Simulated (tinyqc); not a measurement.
Random telegraph noise from one oxide trap in a small MOSFET: two steps of the calculation.

An acceptor-like trap exchanges electrons with the channel. Inversion charge Q = Cox u, u = n Vt W0(exp((Vg - VT)/(n Vt))), W0 the Lambert function, n = nf, Cox = eps0 eox/tox; linear regime Id = (W/L) mu Q Vd. Relative to threshold the surface potential rises by Vt ln(u/u0) and the oxide voltage by the rest of Vg - VT, with u0 = n Vt W0(1).

Parameters, values chosen for the exercise; values of the order met in silicon transistors: temperature T = 300 K; relative permittivity of the gate insulator (close to silicon dioxide) eox = 3.9; insulator thickness tox = 1.6 nm; depth of the trap from the channel interface xt = 0.33 nm; trap level above the channel Fermi level at threshold E0 = 0.29 eV; capture prefactor s0 = 8e-15 cm^2; capture barrier (lattice relaxation) EB = 0.19 eV; tunnelling decay length lt = 0.17 nm; thermal velocity vth = 1.8e7 cm/s; thickness of the inversion layer zi = 2.3 nm; threshold voltage VT = 0.36 V; body factor nf = 1.15; gate width W = 110 nm; gate length L = 38 nm; mobility mu = 330 cm^2/(V s); scattering coefficient of the charged trap asc = 1.7e-16 V s; drain voltage Vd = 0.1 V; gate voltage Vg = 1.34 V.

Constants: q = 1.602176634e-19 C, kB = 1.380649e-23 J/K, Vt = kB T/q, eps0 = 8.8541878128e-14 F/cm where lengths are in cm. Results are converted to the units shown.

Problem 1. Trap level, time constants and occupancy. N = Cox u/q; dpsi = Vt ln(u/u0); E = E0 - dpsi - (xt/tox)(Vg - VT - dpsi); capture time tc = 1/[(N/zi) vth s0 exp(-xt/lt - EB/Vt)]; emission time te = tc exp(-E/Vt); occupancy te/(tc + te).

Give: u; N; dpsi; E; tc; te; occupancy.

Solution 1.

u = 0.87931 V
N = 1.1845e13 cm^-2
dpsi = 0.10222 V
E = 0.0067362 eV
tc = 1.4613e-9 s
te = 1.1261e-9 s
occupancy = 0.43522

The trap lies 0.26 Vt above the Fermi level, so it is empty most of the time.

Problem 2. Step height. A = W L; threshold step dV = q (1 - xt/tox)/(Cox A); gm/Id = 1/(u + n Vt); relative step dI/I = (gm/Id) dV + asc mu/A. Id as defined.

u = 0.87930568 V
N = 1.1844667e13 cm^-2

Give: electrons in the channel N A; dV; gm/Id; number part of dI/I; dI/I; Id; dI.

Solution 2.

electrons in the channel N A = 495.1
dV = 1.410 mV
gm/Id = 1.100 1/V
number part of dI/I = 0.1551 %
dI/I = 0.2893 %
Id = 181.3 uA
dI = 524.4 nA

Range of the model: VT is taken as given; short-channel effects and the uneven flow of current among few electrons are left out.

Program tinyqc, `OMP_NUM_THREADS=1 python tinyqc.py 2710014 2710015 out.jsonl`; Intel Xeon 2.30GHz, shared host, one thread, about 0.01 s.
